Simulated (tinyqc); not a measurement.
Inside a calculation. Model: silicon n-p-n transistor, Gummel numbers and transit times.

Program tinyqc, `OMP_NUM_THREADS=1 python tinyqc.py 2320107 2320108 out.jsonl`; Intel Xeon 2.30GHz, shared host, one thread, about 0.01 s. Printed values are rounded.

One-dimensional n-p-n transistor in the forward active mode at low injection. In the base p(x) = NB exp(-eta x/wb) and ni(x)^2 = ni^2 exp((g0 + g1 x/wb)/Vt); electrons leave the base at vsat; band spikes at the emitter junction and recombination inside the emitter are ignored.

Inputs (values chosen for the exercise); band and dielectric values close to those of silicon:
- T = 250 K (temperature)
- Eg = 1.13 eV (band gap)
- eps_r = 11.5 (relative permittivity)
- Nc = 2.11e19 cm^-3 (conduction-band density of states at T)
- Nv = 2.03e19 cm^-3 (valence-band density of states at T)
- vsat = 1.02e7 cm/s (saturation velocity)
- wb = 200 nm (neutral base width)
- NB = 4.6e17 cm^-3 (base doping at the emitter edge)
- eta = 1.9 (doping falls as exp(-eta x/wb))
- g0 = 0 eV (gap reduction at the emitter edge of the base)
- g1 = 0 eV (further gap reduction across the base (linear))
- Dn = 5.8 cm^2/s (electron diffusion coefficient in the base)
- NE = 9e19 cm^-3 (emitter doping)
- gE = 0.12 eV (gap reduction in the emitter (negative: wider gap))
- we = 240 nm (neutral emitter width)
- Dp = 1.9 cm^2/s (hole diffusion coefficient in the emitter)
- Se = 3e5 cm/s (recombination velocity at the emitter contact)
- tb = 3e-8 s (electron lifetime in the base)
- NC = 1.2e16 cm^-3 (collector doping)
- VCB = 1.5 V (collector-base reverse bias)

Constants: q = 1.602176634e-19 C, kB = 1.380649e-23 J/K, Vt = kB T/q, eps0 = 8.8541878128e-14 F/cm where lengths are in cm. Results are converted to the units shown.

Range of the model: The collector doping exceeds a tenth of the base doping at that edge, so the collector layer reaches noticeably into the base. Heavy doping makes emitter or base degenerate; gE and g0 are to be read as apparent gap changes that include this.

## Base Gummel number and transit time

f(x) = p(x) ni^2/ni(x)^2; I(x) = integral from x to wb of f/Dn, plus f(wb)/vsat; base Gummel number GB = I(0); electron density per unit flux n/(J/q) = I/f; base transit time tauB = integral of I/f over the base. Trapezoid rule on 11 equal steps.

| point | x (nm) | f (cm^-3) | I (s/cm^4) | I/f (s/cm) |
|---|---|---|---|---|
| 0 | 0.0000 | 4.6e17 | 7.184886e11 | 1.561932e-6 |
| 1 | 18.1818 | 3.870288e17 | 5.857254e11 | 1.513390e-6 |
| 2 | 36.3636 | 3.256333e17 | 4.740229e11 | 1.455695e-6 |
| 3 | 54.5455 | 2.739771e17 | 3.800401e11 | 1.387123e-6 |
| 4 | 72.7273 | 2.305153e17 | 3.009660e11 | 1.305622e-6 |
| 5 | 90.9091 | 1.939480e17 | 2.344357e11 | 1.208755e-6 |
| 6 | 109.0909 | 1.631815e17 | 1.784593e11 | 1.093625e-6 |
| 7 | 127.2727 | 1.372955e17 | 1.313626e11 | 9.567872e-7 |
| 8 | 145.4545 | 1.155159e17 | 9.173697e10 | 7.941500e-7 |
| 9 | 163.6364 | 9.719128e16 | 5.839728e10 | 6.008489e-7 |
| 10 | 181.8182 | 8.177354e16 | 3.034637e10 | 3.711025e-7 |
| 11 | 200.0000 | 6.880156e16 | 6.745251e9 | 9.803922e-8 |

GB = 7.184886e11 s/cm^4
tauB = 20.94015 ps

With 4000 steps GB = 7.167e11 s/cm^4 and tauB = 20.93 ps. A uniform base would give wb^2/(2 Dn) + wb/vsat = 36.4 ps; the built-in field, a drop of 1.90 Vt across the base, shortens the transit by a factor of 1.74.

## Gain, Early voltage and collector delay

ni = sqrt(Nc Nv) exp(-Eg/(2 Vt)), Eg in volts; GE = NE exp(-gE/Vt)(we/Dp + 1/Se); JC = J0 exp(VBE/Vt), J0 = q ni^2/GB; gain limited by back injection GE/GB, by base recombination tb/tauB, together 1/beta = the sum of the inverses; collector layer one-sided, Wc = sqrt(2 eps0 eps_r (Vbc + VCB)/(q NC)), Vbc = Vt ln(p(wb) NC/ni^2), Cjc = eps0 eps_r/Wc; Early voltage VA = GB q p(wb)/(f(wb) Cjc [1/Dn - (eta + g1/Vt)/(wb vsat)]), f(wb) = p(wb) exp(-(g0 + g1)/Vt), p(wb) = NB exp(-eta); tauC = Wc/(2 vsat).

ni = 8.433164e7 cm^-3
GE = 5.474135e12 s/cm^4
J0 = 1.585885e-15 A/cm^2
GE/GB = 7.618959
tb/tauB = 1432.654
beta = 7.578656
Wc = 498.5437 nm
Cjc = 0.2042412 fF/um^2
VA = 34.55674 V
tauC = 2.443842 ps

The gain is limited more by back injection into the emitter. beta VA = 262 V.
